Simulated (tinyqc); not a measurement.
Thin-film optics by transfer matrices: sweeps and comparisons. A value that a table varies takes the place of the one given here.

Indices N = n + i k. Snell: N0 sin(theta) = N_j sin(theta_j), with Im(N_j cos theta_j) >= 0. Admittance y_j = N_j cos theta_j for s and N_j/cos theta_j for p. Phase delta_j = 2 pi N_j cos theta_j d_j/lambda. Layer matrix [[cos delta, -i sin delta/y], [-i y sin delta, cos delta]], multiplied from the top down to M. (B, C) = M (1, y_sub); r = (y0 B - C)/(y0 B + C), R = |r|^2, T = 4 Re y0 Re y_sub/|y0 B + C|^2, absorbed in the films 1 - R - T.

Ellipsometry: rho = tan(Psi) exp(i Delta) = -conj(r_p/r_s) with the r of the admittance formula, Delta in 0 to 360 degrees, so that a bare dielectric at small angles gives Delta = 180.

Parameters, chosen for this exercise (indices near those of resist, SiO2 on Al; not measured data):
- lam = 633 nm (vacuum wavelength)
- n0 = 1 (ambient index)
- n = (1.61, 1.469, 1.354) (n of resist, SiO2, substrate)
- k = (0, 0, 7.476) (k in the same order)
- d = (124, 17.1) nm (thicknesses, top first)
- theta = 0 degrees (angle of incidence)
- pol = s (polarisation)

## Swing curve: thickness of the top film

The first entry of d takes the values listed.

Stack:

| d_1 (nm) | R | T | absorbed |
|---|---|---|---|
| 124.0 | 0.8905 | 0.1095 | 0.0000 |
| 156.8 | 0.9150 | 0.0850 | 0.0000 |
| 189.5 | 0.9097 | 0.0903 | 0.0000 |
| 222.3 | 0.8709 | 0.1291 | 0.0000 |
| 255.1 | 0.8043 | 0.1957 | 0.0000 |
| 287.8 | 0.8277 | 0.1723 | 0.0000 |
| 320.6 | 0.8905 | 0.1095 | 0.0000 |
| 353.3 | 0.9150 | 0.0850 | 0.0000 |
| 386.1 | 0.9097 | 0.0903 | 0.0000 |
| 418.9 | 0.8709 | 0.1291 | 0.0000 |
| 451.6 | 0.8045 | 0.1955 | 0.0000 |
| 484.4 | 0.8277 | 0.1723 | 0.0000 |
| 517.2 | 0.8905 | 0.1095 | 0.0000 |

What can be read from the table?

R swings between 0.8043 and 0.9150 on these points. The period is lambda/(2 Re(N_1 cos theta_1)) = 196.6 nm, six rows. The film does not absorb, so the swing repeats exactly. The swing ratio (max - min)/mean is 0.13.

## Angle of incidence

Both polarisations.

Stack:

| theta (degrees) | R_s | R_p | Psi | Delta |
|---|---|---|---|---|
| 0 | 0.8905 | 0.8905 | 45.00 | 180.00 |
| 15 | 0.8904 | 0.8853 | 44.92 | 181.66 |
| 30 | 0.8895 | 0.8700 | 44.68 | 188.00 |
| 45 | 0.8857 | 0.8496 | 44.40 | 202.78 |
| 55 | 0.8808 | 0.8435 | 44.38 | 219.76 |
| 60 | 0.8781 | 0.8469 | 44.48 | 230.94 |
| 65 | 0.8761 | 0.8564 | 44.67 | 244.26 |
| 70 | 0.8768 | 0.8729 | 44.94 | 260.16 |
| 75 | 0.8839 | 0.8964 | 45.20 | 279.31 |
| 80 | 0.9036 | 0.9263 | 45.36 | 302.45 |
| 85 | 0.9425 | 0.9614 | 45.28 | 329.77 |

What does this show, and why?

R_s and R_p agree at normal incidence (0.8905). R_p is lowest at 55 degrees of those listed (0.8435), where R_s = 0.8808: the two are within a factor 2 of each other, so the minimum selects polarisation poorly. R_s does not rise steadily, because the phase thickness of the films changes with the angle. R_p exceeds R_s at 75, 80 and 85 degrees, where Psi is above 45.

## Sensitivity of the reflectance

R for both polarisations. Each row changes one parameter from the base and keeps the others.

Results:

| case | R_s | R_p | T_s |
|---|---|---|---|
| base | 0.8905 | 0.8905 | 0.1095 |
| d = (129, 17.1) nm | 0.8966 | 0.8966 | 0.1034 |
| n = (1.642, 1.469, 1.354) | 0.8944 | 0.8944 | 0.1056 |
| k = (0, 0, 8.234) | 0.9064 | 0.9064 | 0.0936 |
| lam = 638 nm | 0.8890 | 0.8890 | 0.1110 |
| theta = 5 degrees | 0.8905 | 0.8899 | 0.1095 |

What can be read from the table?

The largest shifts from the base row, up to three for each result and ties (the steps differ in size, so this ranks the rows, not the parameters). R_s: k +0.0159, d +0.0061, n +0.0039; unchanged at the printed digits by theta. R_p: k +0.0159, d +0.0061, n +0.0039. T_s: k -0.0159, d -0.0061, n -0.0039; unchanged at the printed digits by theta.

Program tinyqc; command `OMP_NUM_THREADS=1 python tinyqc.py 1650556 1650557 out.jsonl`; about 0.01 s on one thread of a shared Intel(R) Xeon(R) Processor @ 2.30GHz.
